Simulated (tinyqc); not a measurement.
UHF in the sto-3g basis, for BeH, spin multiplicity 2, step by step. This run ends on a higher stationary point, not on the lowest solution. Computed by tinyqc, a small Python program that keeps every step (integrals from PySCF). Settings: charge = 0, multiplicity = 2, basis = sto-3g, energy threshold = 1e-08, iteration cap = 52, orthogonalisation = canonical, start = Wolfsberg-Helmholz matrix, DIIS depth = 0, method = UHF. Command: `OMP_NUM_THREADS=1 python tinyqc.py 27443 27444 out.jsonl` (the two numbers bound the seeds that draw the settings). One thread of a shared host (Intel(R) Xeon(R) Processor @ 2.60GHz), about 0.09 s of CPU time with the checks.

Geometry (angstrom):
```
atom         x         y         z
Be    0.000000  0.000000  0.000000
H     0.000000  0.000000  1.533000
```

Stop when the energy changes by less than 1e-08 hartree and every element of the error matrix X^T (F D S - S D F) X (for each spin) is below 3e-05.

Course of the cycle:
```
iteration   E (hartree)     change  largest element of the error matrix
1          -14.74746838          -                             7.49e-02
2          -14.78240678  -3.49e-02                             3.16e-02
3          -14.79430418  -1.19e-02                             2.05e-02
4          -14.79912191  -4.82e-03                             1.50e-02
5          -14.80156047  -2.44e-03                             1.34e-02
6          -14.80315213  -1.59e-03                             1.17e-02
7          -14.80431444  -1.16e-03                             1.01e-02
8          -14.80517809  -8.64e-04                             8.73e-03
9          -14.80581072  -6.33e-04                             7.44e-03
10         -14.80626452  -4.54e-04                             6.27e-03
11         -14.80658354  -3.19e-04                             5.23e-03
12         -14.80680386  -2.20e-04                             4.33e-03
13         -14.80695374  -1.50e-04                             3.55e-03
14         -14.80705444  -1.01e-04                             2.89e-03
...                 ...        ...                                  ...
22         -14.80724171  -3.26e-06                             5.06e-04
23         -14.80724381  -2.09e-06                             4.05e-04
24         -14.80724515  -1.34e-06                             3.23e-04
25         -14.80724600  -8.57e-07                             2.58e-04
26         -14.80724655  -5.47e-07                             2.06e-04
27         -14.80724690  -3.50e-07                             1.65e-04
28         -14.80724712  -2.23e-07                             1.32e-04
29         -14.80724727  -1.42e-07                             1.05e-04
30         -14.80724736  -9.07e-08                             8.38e-05
31         -14.80724741  -5.78e-08                             6.69e-05
32         -14.80724745  -3.68e-08                             5.34e-05
33         -14.80724747  -2.35e-08                             4.26e-05
34         -14.80724749  -1.49e-08                             3.40e-05
35         -14.80724750  -9.51e-09                             2.71e-05
```

Can the last value be used, and what does the course show?

No, though the log alone does not show it. Converged in 35 iterations. But the solution lies 0.11168 hartree above the reference: it is another stationary point, not the lowest one. Reruns (cap 100 unless said): DIIS 8: converged in 11 to a higher stationary point; damping 0.5: converged in 72 to a higher stationary point; level shift 0.5: converged in 68 to a higher stationary point; atomic densities as start, DIIS 8: converged in 10. PySCF UHF in the same basis, after a stability check = -14.91892725 hartree.
